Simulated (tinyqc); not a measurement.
Worked calculation: Hubbard ring of 4 sites. One step of it, computed by the program tinyqc.

Question. Mean-field iteration 1. H(up) = T + U n(down), H(down) = T + U n(up); fill the lowest levels; n(new) = n + mixing (n(out) - n); E = tr T (rho up + rho down) + U sum n_up n_down of the output.

one-body matrix (hopping and site energies) (eV), lower triangle:
```
           1          2          3         4
1   0.000000
2  -1.280000   0.000000
3   0.000000  -1.280000   0.000000
4  -1.280000   0.000000  -1.280000  0.000000
```

U = 4.100000 eV

electrons, up and down: 2  1

mixing = 1

n(up) at the start (a guess, not normalised): 1 0.950000, 2 0.050000, 3 0.950000, 4 0.050000

n(down) at the start (a guess): 1 0.000000, 2 0.700000, 3 0.000000, 4 0.700000

Give: levels, up; levels, down; energy; n(up) after iteration 1; n(down) after iteration 1.

Answer.

levels, up (eV): -1.500  0.000  2.870  4.370

levels, down (eV): -1.106  0.205  3.895  5.206

energy = -3.152 eV

n(up) after iteration 1: 1 0.872, 2 0.128, 3 0.872, 4 0.128

n(down) after iteration 1: 1 0.104, 2 0.396, 3 0.104, 4 0.396
